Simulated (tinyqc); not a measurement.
# Ballast resistance and gain from the on-state line

Problem. At high current V = BV (1 + be)^(-1/n) + I Ro. Find Ro, the intercept and be.

Values chosen for this exercise:
- BV = 7.4 V (junction breakdown voltage)
- n = 3.9 (exponent of the multiplication)

V at I = 2.6 and 5.2 mA/um (V): [4.9633630, 5.9253630]

Solution. The slope is Ro; the intercept over BV is (1 + be)^(-1/n).

Ro = 370.0 ohm um
intercept = 4.001 V
be = 10.00

Computed by the program tinyqc: `OMP_NUM_THREADS=1 python tinyqc.py 2670144 2670145 out.jsonl`, one thread of a shared Intel Xeon 2.30GHz, about 0.02 s for the whole run.
